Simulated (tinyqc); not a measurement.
Worked calculation: UHF in the sto-6g basis, for BeH2, spin multiplicity 1. One step of it, computed by the program tinyqc.

Question. Iteration 1: building the Fock matrix. J_ij = sum D_kl (ij|kl) with D = D(alpha) + D(beta), K_ij = sum D_kl (ik|jl) for each spin; F = H + J - K(s); E = tr D H + tr D J / 2 - 0.5 sum_s tr D(s) K(s) + E_nn.

D(alpha) at the start, order 1Be 1s, 1Be 2s, 1Be 2px, 1Be 2py, 1Be 2pz, 2H 1s, 3H 1s:
```
[[1.013837, -0.053987, 0.000000, -0.003269, -0.083846, -0.090406, -0.083518],
 [-0.053987, 0.296147, 0.000000, -0.002613, 0.213521, 0.194640, 0.187159],
 [0.000000, 0.000000, 0.000000, 0.000000, 0.000000, 0.000000, 0.000000],
 [-0.003269, -0.002613, 0.000000, 0.379852, -0.052756, 0.210592, -0.197081],
 [-0.083846, 0.213521, 0.000000, -0.052756, 0.162816, 0.114289, 0.163437],
 [-0.090406, 0.194640, 0.000000, 0.210592, 0.114289, 0.249378, 0.016471],
 [-0.083518, 0.187159, 0.000000, -0.197081, 0.163437, 0.016471, 0.221456]]
```

D(beta) at the start, order 1Be 1s, 1Be 2s, 1Be 2px, 1Be 2py, 1Be 2pz, 2H 1s, 3H 1s:
```
[[1.016505, -0.061601, 0.000000, -0.002409, 0.080388, -0.092461, -0.086405],
 [-0.061601, 0.317629, 0.000000, -0.005323, -0.205310, 0.200956, 0.196083],
 [0.000000, 0.000000, 0.000000, 0.000000, 0.000000, 0.000000, 0.000000],
 [-0.002409, -0.005323, 0.000000, 0.379858, 0.052465, 0.210407, -0.197290],
 [0.080388, -0.205310, 0.000000, 0.052465, 0.140712, -0.104403, -0.153836],
 [-0.092461, 0.200956, 0.000000, 0.210407, -0.104403, 0.250120, 0.017424],
 [-0.086405, 0.196083, 0.000000, -0.197290, -0.153836, 0.017424, 0.222657]]
```

core Hamiltonian H = T + V (hartree), order 1Be 1s, 1Be 2s, 1Be 2px, 1Be 2py, 1Be 2pz, 2H 1s, 3H 1s:
```
[[-8.673090, -2.043337, 0.000000, -0.002200, -0.000751, -0.503517, -0.402242],
 [-2.043337, -2.772506, 0.000000, -0.011424, -0.006278, -1.186881, -1.053515],
 [0.000000, 0.000000, -2.262635, 0.000000, 0.000000, 0.000000, 0.000000],
 [-0.002200, -0.011424, 0.000000, -2.468426, -0.000277, -1.253468, 1.148560],
 [-0.000751, -0.006278, 0.000000, -0.000277, -2.262747, -0.030051, -0.027266],
 [-0.503517, -1.186881, 0.000000, -1.253468, -0.030051, -2.147799, -0.087115],
 [-0.402242, -1.053515, 0.000000, 1.148560, -0.027266, -0.087115, -2.051400]]
```

Two-electron integrals (ij|kl) in chemists' order, unique and non-zero (hartree):
```
(11|11) 2.299996    (21|11) 0.361879    (21|21) 0.071926    (22|11) 0.570332
(22|21) 0.139654    (22|22) 0.417773    (31|31) 0.015252    (32|31) 0.022555
(32|32) 0.092340    (33|11) 0.570332    (33|21) 0.139654    (33|22) 0.417773
(33|33) 0.450117    (41|41) 0.015252    (42|41) 0.022555    (42|42) 0.092340
(43|43) 0.024258    (44|11) 0.570332    (44|21) 0.139654    (44|22) 0.417773
(44|33) 0.401601    (44|44) 0.450117    (51|51) 0.015252    (52|51) 0.022555
(52|52) 0.092340    (53|53) 0.024258    (54|54) 0.024258    (55|11) 0.570332
(55|21) 0.139654    (55|22) 0.417773    (55|33) 0.401601    (55|44) 0.401601
(55|55) 0.450117    (61|11) 0.090836    (61|21) 0.017522    (61|22) 0.033844
(61|33) 0.033565    (61|41) 0.001731    (61|42) 0.003343    (61|44) 0.034401
(61|51) 0.000041    (61|52) 0.000078    (61|54) 0.000020    (61|55) 0.033566
(61|61) 0.004514    (62|11) 0.207396    (62|21) 0.051526    (62|22) 0.166530
(62|33) 0.160378    (62|41) 0.007201    (62|42) 0.041537    (62|44) 0.178823
(62|51) 0.000169    (62|52) 0.000974    (62|54) 0.000433    (62|55) 0.160388
(62|61) 0.013848    (62|62) 0.096995    (63|31) 0.005104    (63|32) 0.022891
(63|43) 0.007308    (63|53) 0.000171    (63|63) 0.009183    (64|11) 0.219457
(64|21) 0.055240    (64|22) 0.186667    (64|33) 0.175709    (64|41) 0.011687
(64|42) 0.064858    (64|44) 0.208572    (64|51) 0.000154    (64|52) 0.000984
(64|54) 0.000599    (64|55) 0.175719    (64|61) 0.015612    (64|62) 0.123948
(64|64) 0.163967    (65|11) 0.005147    (65|21) 0.001296    (65|22) 0.004378
(65|33) 0.004121    (65|41) 0.000154    (65|42) 0.000984    (65|44) 0.004549
(65|51) 0.005107    (65|52) 0.022915    (65|54) 0.007318    (65|55) 0.004464
(65|61) 0.000366    (65|62) 0.002907    (65|64) 0.003630    (65|65) 0.009269
(66|11) 0.373357    (66|21) 0.094679    (66|22) 0.340787    (66|33) 0.316152
(66|41) 0.015947    (66|42) 0.116794    (66|44) 0.390016    (66|51) 0.000374
(66|52) 0.002739    (66|54) 0.001732    (66|55) 0.316193    (66|61) 0.026397
(66|62) 0.249789    (66|64) 0.339424    (66|65) 0.007961    (66|66) 0.774999
(71|11) 0.072352    (71|21) 0.013974    (71|22) 0.027055    (71|33) 0.026832
(71|41) -0.001384   (71|42) -0.002696   (71|44) 0.027502    (71|51) 0.000032
(71|52) 0.000063    (71|54) -0.000016   (71|55) 0.026832    (71|61) 0.003259
(71|62) 0.009170    (71|64) 0.009426    (71|65) 0.000244    (71|66) 0.016579
(71|71) 0.002872    (72|11) 0.181439    (72|21) 0.045178    (72|22) 0.148033
(72|33) 0.142364    (72|41) -0.006286   (72|42) -0.037628   (72|44) 0.159361
(72|51) 0.000146    (72|52) 0.000874    (72|54) -0.000395   (72|55) 0.142373
(72|61) 0.010067    (72|62) 0.045675    (72|64) 0.046397    (72|65) 0.001349
(72|66) 0.087217    (72|71) 0.009727    (72|72) 0.079499    (73|31) 0.004253
(73|32) 0.019608    (73|43) -0.006446   (73|53) 0.000150    (73|63) 0.003314
(73|73) 0.007083    (74|11) -0.197753   (74|21) -0.049845   (74|22) -0.170560
(74|33) -0.160546   (74|41) 0.010133    (74|42) 0.058559    (74|44) -0.190578
(74|51) -0.000137   (74|52) -0.000905   (74|54) 0.000548    (74|55) -0.160556
(74|61) -0.010700   (74|62) -0.048172   (74|64) -0.047049   (74|65) -0.001400
(74|66) -0.090564   (74|71) -0.011239   (74|72) -0.104041   (74|74) 0.140253
(75|11) 0.004593    (75|21) 0.001158    (75|22) 0.003961    (75|33) 0.003729
(75|41) -0.000137   (75|42) -0.000905   (75|44) 0.004127    (75|51) 0.004257
(75|52) 0.019629    (75|54) -0.006455   (75|55) 0.004028    (75|61) 0.000272
(75|62) 0.001365    (75|64) 0.001368    (75|65) 0.003354    (75|66) 0.002666
(75|71) 0.000261    (75|72) 0.002416    (75|74) -0.003093   (75|75) 0.007155
(76|11) 0.014629    (76|21) 0.003541    (76|22) 0.010562    (76|33) 0.010356
(76|41) -0.000013   (76|42) -0.000097   (76|44) 0.010974    (76|51) 0.000022
(76|52) 0.000106    (76|54) -1.43e-06   (76|55) 0.010357    (76|61) 0.000862
(76|62) 0.004366    (76|64) 0.005004    (76|65) 0.000142    (76|66) 0.009412
(76|71) 0.000693    (76|72) 0.004000    (76|74) -0.004750   (76|75) 0.000131
(76|76) 0.000274    (77|11) 0.349418    (77|21) 0.088738    (77|22) 0.325129
(77|33) 0.301823    (77|41) -0.014205   (77|42) -0.110248   (77|44) 0.371705
(77|51) 0.000330    (77|52) 0.002560    (77|54) -0.001623   (77|55) 0.301860
(77|61) 0.019540    (77|62) 0.094292    (77|64) 0.094493    (77|65) 0.002842
(77|66) 0.181577    (77|71) 0.019721    (77|72) 0.223981    (77|74) -0.310648
(77|75) 0.007215    (77|76) 0.009412    (77|77) 0.774999
```

nuclear repulsion = 3.08980322 hartree

Give: Coulomb J; exchange K(alpha); exchange K(beta); F(alpha); F(beta); total energy of this density.

Answer.

Coulomb J (hartree), order 1Be 1s, 1Be 2s, 1Be 2px, 1Be 2py, 1Be 2pz, 2H 1s, 3H 1s:
```
[[6.4715, 1.1894, 0.0000, 0.0037, 0.0012, 0.2968, 0.2358],
 [1.1894, 2.6571, 0.0000, 0.0198, 0.0076, 1.1081, 0.9684],
 [0.0000, 0.0000, 2.5911, 0.0000, 0.0000, 0.0000, 0.0000],
 [0.0037, 0.0198, 0.0000, 2.7744, 0.0003, 1.2698, -1.1332],
 [0.0012, 0.0076, 0.0000, 0.0003, 2.6059, 0.0307, 0.0272],
 [0.2968, 1.1081, 0.0000, 1.2698, 0.0307, 2.4106, 0.0697],
 [0.2358, 0.9684, 0.0000, -1.1332, 0.0272, 0.0697, 2.2572]]
```

exchange K(alpha) (hartree), order 1Be 1s, 1Be 2s, 1Be 2px, 1Be 2py, 1Be 2pz, 2H 1s, 3H 1s:
```
[[2.3090, 0.3893, 0.0000, -0.0005, -0.0051, 0.0992, 0.0793],
 [0.3893, 0.4112, 0.0000, 0.0188, 0.1463, 0.2829, 0.2439],
 [0.0000, 0.0000, 0.0778, 0.0000, 0.0000, 0.0000, 0.0000],
 [-0.0005, 0.0188, 0.0000, 0.4923, -0.0284, 0.3353, -0.2917],
 [-0.0051, 0.1463, 0.0000, -0.0284, 0.1495, 0.0711, 0.0975],
 [0.0992, 0.2829, 0.0000, 0.3353, 0.0711, 0.5261, 0.0045],
 [0.0793, 0.2439, 0.0000, -0.2917, 0.0975, 0.0045, 0.4586]]
```

exchange K(beta) (hartree), order 1Be 1s, 1Be 2s, 1Be 2px, 1Be 2py, 1Be 2pz, 2H 1s, 3H 1s:
```
[[2.3105, 0.3879, 0.0000, -0.0004, 0.0048, 0.0988, 0.0787],
 [0.3879, 0.4197, 0.0000, 0.0171, -0.1321, 0.2845, 0.2469],
 [0.0000, 0.0000, 0.0794, 0.0000, 0.0000, 0.0000, 0.0000],
 [-0.0004, 0.0171, 0.0000, 0.4948, 0.0293, 0.3358, -0.2926],
 [0.0048, -0.1321, 0.0000, 0.0293, 0.1373, -0.0556, -0.0839],
 [0.0988, 0.2845, 0.0000, 0.3358, -0.0556, 0.5256, 0.0042],
 [0.0787, 0.2469, 0.0000, -0.2926, -0.0839, 0.0042, 0.4583]]
```

F(alpha) (hartree), order 1Be 1s, 1Be 2s, 1Be 2px, 1Be 2py, 1Be 2pz, 2H 1s, 3H 1s:
```
[[-4.5106, -1.2432, 0.0000, 0.0020, 0.0056, -0.3059, -0.2457],
 [-1.2432, -0.5265, 0.0000, -0.0104, -0.1450, -0.3616, -0.3291],
 [0.0000, 0.0000, 0.2506, 0.0000, 0.0000, 0.0000, 0.0000],
 [0.0020, -0.0104, 0.0000, -0.1864, 0.0284, -0.3190, 0.3070],
 [0.0056, -0.1450, 0.0000, 0.0284, 0.1937, -0.0705, -0.0975],
 [-0.3059, -0.3616, 0.0000, -0.3190, -0.0705, -0.2633, -0.0219],
 [-0.2457, -0.3291, 0.0000, 0.3070, -0.0975, -0.0219, -0.2528]]
```

F(beta) (hartree), order 1Be 1s, 1Be 2s, 1Be 2px, 1Be 2py, 1Be 2pz, 2H 1s, 3H 1s:
```
[[-4.5121, -1.2419, 0.0000, 0.0019, -0.0043, -0.3055, -0.2452],
 [-1.2419, -0.5351, 0.0000, -0.0088, 0.1335, -0.3633, -0.3320],
 [0.0000, 0.0000, 0.2491, 0.0000, 0.0000, 0.0000, 0.0000],
 [0.0019, -0.0088, 0.0000, -0.1889, -0.0294, -0.3194, 0.3079],
 [-0.0043, 0.1335, 0.0000, -0.0294, 0.2059, 0.0563, 0.0839],
 [-0.3055, -0.3633, 0.0000, -0.3194, 0.0563, -0.2628, -0.0216],
 [-0.2452, -0.3320, 0.0000, 0.3079, 0.0839, -0.0216, -0.2526]]
```

total energy of this density = -15.595162 hartree
